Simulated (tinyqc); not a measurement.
Inside a calculation. Method: Hubbard chain of 2 sites. Computed by tinyqc, a small Python program that keeps every step. Settings: hopping = 1.38, U = 7.8, mixing = 1, iteration cap = 84. Command: `OMP_NUM_THREADS=1 python tinyqc.py 28320 28321 out.jsonl` (the two numbers bound the seeds that draw the settings). One thread of a shared host (Intel(R) Xeon(R) Processor @ 2.60GHz), about 0.2 s of CPU time with the checks.

one-body matrix (hopping and site energies) (eV):
```
         1        2
1  -0.3200  -1.3800
2  -1.3800  -0.4500
```

U = 7.8000 eV

electrons, up and down: 1  1

n(up) at the start (a guess, not normalised): 1 0.5000, 2 0.5000

n(down) at the start (a guess): 1 0.5000, 2 0.5000

Each step fills the lowest levels of T + U n(other spin) and sets n(new) = n + mixing (n(out) - n); stop when output and input agree to 1e-8.

Course of the cycle:
```
iteration    E (eV)  largest |n(out) - n(in)|  mean |n_up - n_down|
1          0.375573                  2.35e-02                0.0000
2          0.419782                  6.63e-02                0.0000
3          0.742713                  1.82e-01                0.0000
4          2.358797                  4.35e-01                0.0000
5          4.550991                  7.29e-01                0.0000
6          5.509573                  8.94e-01                0.0000
7          5.451235                  9.29e-01                0.0000
8          5.656395                  9.35e-01                0.0000
9          5.469504                  9.35e-01                0.0000
10         5.658792                  9.35e-01                0.0000
11         5.469792                  9.35e-01                0.0000
...             ...                       ...                   ...
74         5.658830                  9.35e-01                0.0000
75         5.469797                  9.35e-01                0.0000
76         5.658830                  9.35e-01                0.0000
77         5.469797                  9.35e-01                0.0000
78         5.658830                  9.35e-01                0.0000
79         5.469797                  9.35e-01                0.0000
80         5.658830                  9.35e-01                0.0000
81         5.469797                  9.35e-01                0.0000
82         5.658830                  9.35e-01                0.0000
83         5.469797                  9.35e-01                0.0000
84         5.658830                  9.35e-01                0.0000
```

Can the last value be used, and what does the course show?

Not by the stop rule. Not converged within 84 iterations: the residual has stopped falling: the iteration swings between two states. The lowest mean-field energy found from random starts is -1.25843 eV. Reruns (cap 100 unless said): mixing 0.2: converged in 12 to a higher stationary point (E = 0.36920); mixing 0.5: not converged; mixing 0.9: not converged; the original settings with a cap of 400: not converged.
